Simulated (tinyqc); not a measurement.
Random telegraph noise from one oxide trap in a small MOSFET: one step of the calculation.

An acceptor-like trap exchanges electrons with the channel. Inversion charge Q = Cox u, u = n Vt W0(exp((Vg - VT)/(n Vt))), W0 the Lambert function, n = nf, Cox = eps0 eox/tox; linear regime Id = (W/L) mu Q Vd. Relative to threshold the surface potential rises by Vt ln(u/u0) and the oxide voltage by the rest of Vg - VT, with u0 = n Vt W0(1).

Question. Trap level, time constants and occupancy. N = Cox u/q; dpsi = Vt ln(u/u0); E = E0 - dpsi - (xt/tox)(Vg - VT - dpsi); capture time tc = 1/[(N/zi) vth s0 exp(-xt/lt - EB/Vt)]; emission time te = tc exp(-E/Vt); occupancy te/(tc + te).

Inputs (values chosen for the exercise); values of the order met in silicon transistors: temperature T = 200 K; relative permittivity of the gate insulator (close to silicon dioxide) eox = 3.9; insulator thickness tox = 1 nm; depth of the trap from the channel interface xt = 0.4 nm; trap level above the channel Fermi level at threshold E0 = 0.16 eV; capture prefactor s0 = 2e-16 cm^2; capture barrier (lattice relaxation) EB = 0.51 eV; tunnelling decay length lt = 0.15 nm; thermal velocity vth = 2e7 cm/s; thickness of the inversion layer zi = 2.7 nm; threshold voltage VT = 0.26 V; body factor nf = 1.24; gate voltage Vg = 0.59 V.

Constants: q = 1.602176634e-19 C, kB = 1.380649e-23 J/K, Vt = kB T/q, eps0 = 8.8541878128e-14 F/cm where lengths are in cm. Results are converted to the units shown.

Find: u; N; dpsi; E; tc; te; occupancy.

Answer.

u = 0.27537 V
N = 5.9351e12 cm^-2
dpsi = 0.053828 V
E = -0.0042968 eV
tc = 1162.6 s
te = 1491.8 s
occupancy = 0.56201

The trap lies 0.25 Vt below the Fermi level, so it is filled most of the time.

Range of the model: VT is taken as given; short-channel effects and the uneven flow of current among few electrons are left out.

Numbers from tinyqc (`OMP_NUM_THREADS=1 python tinyqc.py 2710066 2710067 out.jsonl`; about 0.01 s on one thread of a shared Intel Xeon 2.30GHz).
